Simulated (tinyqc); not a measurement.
Gap and mesh density: special k points of the square lattice.

Lattice vectors in units of a: a1 = (1, 0), a2 = (0, 1); reciprocal vectors b_i with a_i . b_j = 2 pi delta_ij. Mesh: k = sum_i f_i b_i with f_i = (2 j_i + shift)/(2 N), j_i = 0 .. N-1. The point group of the lattice has 8 operations; only those that map the mesh onto itself are used.

A_m(k) = sum over the m-th star of lattice vectors R of cos(k . R), stars in order of length: m = 1: |R|^2 = 1, 4 vectors, such as (1, 0) in the basis a_i; m = 2: |R|^2 = 2, 4 vectors, such as (1, 1) in the basis a_i; m = 3: |R|^2 = 4, 4 vectors, such as (2, 0) in the basis a_i; m = 4: |R|^2 = 5, 8 vectors, such as (2, 1) in the basis a_i; m = 5: |R|^2 = 8, 4 vectors, such as (2, 2) in the basis a_i; m = 6: |R|^2 = 9, 4 vectors, such as (3, 0) in the basis a_i. The zone mean of every A_m is zero.

Test function, the lower band of a two-band insulator: E(k) = -sqrt(D^2 + (e0 - t A_1(k))^2).
Values chosen for the exercise: t = 1.36 eV (coupling); e0 = 2.77 eV (offset).

D takes the values listed; errors against the unshifted mesh with N = 192, for unshifted meshes.

Errors (meV):
```
D (eV)  reference (eV)     N = 2   N = 4   N = 6  N = 8
0.2            -3.2429  -868.152  95.910   9.338  2.426
0.4            -3.2790  -850.207  70.131   3.407  1.163
0.8            -3.3967  -803.900  38.396  -0.592  0.762
1.5            -3.7073  -719.831  14.987  -1.117  0.360
2.5            -4.3032  -622.442   5.730  -0.522  0.076
4.0            -5.3970  -521.173   2.866  -0.117  0.008
```

What does the comparison show, and why?

The first listed N from which the error stays below 0.5 meV is none for D = 0.2, none for D = 0.4, none for D = 0.8, 8 for D = 1.5, 8 for D = 2.5, 6 for D = 4 eV. A larger D makes the function smoother, so its Fourier coefficients fall faster with |R|; single entries change sign along a column, so a small error on one coarse mesh can be a cancellation.

tinyqc: `OMP_NUM_THREADS=1 python tinyqc.py 1650561 1650562 out.jsonl`; about 0.09 s, one thread, shared Intel(R) Xeon(R) Processor @ 2.30GHz.
